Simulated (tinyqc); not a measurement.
Hydrostatic strain: sp3s* tight binding, strained.

sp3s* tight binding, nearest neighbours only: anion (a) at 0, cation (c) at a/4 (1,1,1), orbitals s, px, py, pz, s* on each; k in units of 2 pi/a. With phases e_j = exp(i (pi/2) k.n_j) for n = (1,1,1), (1,-1,-1), (-1,1,-1), (-1,-1,1): g0 = (e1+e2+e3+e4)/4, g1 = (e1+e2-e3-e4)/4, g2 = (e1-e2+e3-e4)/4, g3 = (e1-e2-e3+e4)/4. The diagonal holds the levels Esa, Epa, Exa (s*) and Esc, Epc, Exc. Anion-cation block: <sa|sc> = Vss g0; <sa|xc> = Vsapc g1; <xa|sc> = -Vscpa g1; <xa|xc> = Vxx g0; <xa|yc> = <ya|xc> = Vxy g3, <xa|zc> = <za|xc> = Vxy g2, <ya|zc> = <za|yc> = Vxy g1; <s*a|xc> = Vxapc g1; <xa|s*c> = -Vpaxc g1; y and z take g2 and g3 in place of g1; s-s* and s*-s* vanish.

Strain e moves each bond vector to d = (1 + e) d0 (no internal displacement for the diagonal strains used here) and k is given in fractions of the strained reciprocal cell, so the phases stay. Two-centre values Vss_sigma = Vss/4, Vsp_sigma = sqrt3 V/4 for each s-p and s*-p pair, Vpp_sigma = (Vxx + 2 Vxy)/4, Vpp_pi = (Vxx - Vxy)/4 are scaled by (d0/d)^eta and combined with the new direction cosines; the levels on the diagonal stay.

Values chosen for the exercise (near a published set for Si, fitted to gaps, whose masses and valley positions are rough; shifted at random, so the results belong to these values and not to a real crystal):
- Esa = -4.179 eV (s level of the anion)
- Epa = 1.706 eV (p level of the anion)
- Esc = -4.179 eV (s level of the cation)
- Epc = 1.706 eV (p level of the cation)
- Exa = 6.641 eV (s* level of the anion)
- Exc = 6.641 eV (s* level of the cation)
- Vss = -8.283 eV (s-s)
- Vxx = 1.725 eV (px-px)
- Vxy = 4.571 eV (px-py)
- Vsapc = 5.757 eV (s anion, p cation)
- Vscpa = 5.757 eV (s cation, p anion)
- Vxapc = 5.348 eV (s* anion, p cation)
- Vpaxc = 5.348 eV (p anion, s* cation)
- eta = 3 (scaling exponent)

exx = eyy = ezz = e. Gaps as measured from the top of the valence band; the deformation potentials are (gap(0.01) - gap(-0.01))/0.06.

Gaps (eV):

| e | Gamma | Delta | L | x of the minimum |
|---|---|---|---|---|
| -0.03 | 3.7801 | 1.2403 | 2.5771 | 0.713 |
| -0.02 | 3.6656 | 1.2310 | 2.5624 | 0.719 |
| -0.01 | 3.5556 | 1.2211 | 2.5473 | 0.724 |
| 0.00 | 3.4500 | 1.2108 | 2.5318 | 0.729 |
| 0.01 | 3.3485 | 1.2000 | 2.3844 | 0.734 |
| 0.02 | 3.2510 | 1.1888 | 2.2366 | 0.740 |
| 0.03 | 3.1572 | 1.1771 | 2.0942 | 0.746 |

gap deformation potentials (eV): Gamma -3.451, Delta -0.352, L -2.716

What does the comparison show, and why?

Per unit of volume strain the gaps move by -3.45 (Gamma), -0.35 (Delta) and -2.72 eV (L). The lowest valley stays the Delta line over the range. These potentials follow from the one exponent eta, which fitted models replace by one for each integral; with it the sizes are rough, the sign for Delta can be wrong (in Si, Ge and the III-V crystals measured values are small and positive), and the pressures at which valleys cross, and which valley takes over, are rough too. A gap of zero, where one is listed, marks an s level that has sunk below the valence top.

tinyqc: `OMP_NUM_THREADS=1 python tinyqc.py 1452304 1452305 out.jsonl`; about 0.1 s, one thread, shared Intel(R) Xeon(R) Processor @ 2.30GHz.
